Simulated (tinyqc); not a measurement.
Schottky barrier on an n-type semiconductor with a doping step, non-linear Poisson equation by Newton steps: two steps of the calculation.

One dimension, metal at x = 0, donor density C(x) = N1 for x < x1 and Nd beyond. Energies are counted from the electron Fermi level of the semiconductor and the conduction-band edge is Ec = -psi, so n = Nc exp(psi/Vt); holes follow the Fermi level of the metal, at -V, so p = Nv exp((V - psi - Eg)/Vt). Ends: psi(0) = V - phiB and psi = Vt ln(Nd/Nc) deep inside. Boltzmann statistics, full ionisation, no current, no image force in the Poisson equation.

Parameters, values chosen for the exercise; band and dielectric values close to those of indium phosphide: temperature T = 400 K; band gap Eg = 1.33 eV; conduction-band density of states at T Nc = 8.73e17 cm^-3; valence-band density of states at T Nv = 1.71e19 cm^-3; bias of the metal against the semiconductor V = 0 V.

Constants: q = 1.602176634e-19 C, kB = 1.380649e-23 J/K, Vt = kB T/q. Results are converted to the units shown.

Question 1. Densities, residual and Jacobian diagonal. n_i = Nc exp(psi_i/Vt), p_i = Nv exp((V - psi_i - Eg)/Vt), rho_i = p_i - n_i + C_i, g_i = (n_i + p_i)/Vt. Box widths w_i = (h_(i-1) + h_i)/2 in cm. Residual F_i = a_i (psi_(i+1) - psi_i) - a_(i-1) (psi_i - psi_(i-1)) + q rho_i w_i; Jacobian: a_(i-1) and a_i beside the diagonal, b_i = -a_(i-1) - a_i - q g_i w_i on it. The two end nodes are fixed.

```
node  x (nm)  psi after iteration 1 (V)  donor density C (cm^-3)
0          0                -0.82000000                   4.2e14
1         61                -0.40120360                   4.2e14
2        132                -0.32732377                   4.2e14
3        215                -0.18400523                   8.4e15
4        312                -0.16457829                   8.4e15
5        426                -0.16074215                   8.4e15
6        558                -0.16014592                   8.4e15
7        713                -0.16007277                   8.4e15
8        893                -0.16006590                   8.4e15
9       1100                -0.16006537                   8.4e15
```

coupling a_i, interval 0 to 8 (F/cm^2): 1.8288978e-7  1.5713066e-7  1.3441297e-7  1.1501316e-7  9.7862076e-8  8.4517247e-8  7.1975978e-8  6.1979315e-8  5.3895056e-8

Find: n; p; residual F; diagonal b.

Answer 1.

```
node  n (cm^-3)  p (cm^-3)
0      4.0688e7  6.4162e12
1     7.6926e12   3.3937e7
2     6.5602e13   3.9795e6
3     4.1942e15      62244
4     7.3692e15      35427
5     8.2367e15      31695
6     8.3804e15      31152
7     8.3982e15      31086
8     8.3999e15      31080
9     8.4000e15      31079
```

```
node  residual F (1e-8 C/cm^2)  diagonal b (F/cm^2)
1                      -6.4549           -3.4026e-7
2                       0.8092           -2.9389e-7
3                      -1.0965           -4.2488e-7
4                      -0.0117           -5.7424e-7
5                      -0.0003           -6.5329e-7
6                       0.0000           -7.1547e-7
7                       0.0000           -7.8781e-7
8                       0.0000           -8.7137e-7
```

Question 2. Newton step. Solve the tridiagonal system a_(i-1) d_(i-1) + b_i d_i + a_i d_(i+1) = -F_i for nodes 1 to 8, with d = 0 on fixed nodes. If the largest |d| exceeds 4 Vt, the whole step is scaled down so that it equals 4 Vt.

coupling a_i, interval 0 to 8 (F/cm^2): 1.8288978e-7  1.5713066e-7  1.3441297e-7  1.1501316e-7  9.7862076e-8  8.4517247e-8  7.1975978e-8  6.1979315e-8  5.3895056e-8

```
node  diagonal b (F/cm^2)  residual F (C/cm^2)
1           -3.4025643e-7        -6.4548807e-8
2           -2.9389155e-7         8.0922981e-9
3           -4.2488300e-7        -1.0964942e-8
4           -5.7424273e-7       -1.1654996e-10
5           -6.5328601e-7       -3.1699790e-12
6           -7.1547017e-7       -5.2683317e-14
7           -7.8780569e-7       -5.1922509e-16
8           -8.7136858e-7       -2.9752770e-18
```

psi after iteration 1, node 0 to 9 (V): -0.82000000  -0.40120360  -0.32732377  -0.18400523  -0.16457829  -0.16074215  -0.16014592  -0.16007277  -0.16006590  -0.16006537

Give: Newton step d, before damping; psi after iteration 2.

Answer 2.

Newton step d, before damping, node 1 to 8 (V): -0.2562  -0.1441  -0.0756  -0.0158  -0.0024  -0.0003  0.0000  0.0000
psi after iteration 2, node 0 to 9 (V): -0.8200  -0.5391  -0.4048  -0.2247  -0.1731  -0.1620  -0.1603  -0.1601  -0.1601  -0.1601

tinyqc, about 0.08 s, one thread, Intel Xeon 2.30GHz (shared host): `OMP_NUM_THREADS=1 python tinyqc.py 2020170 2020171 out.jsonl`
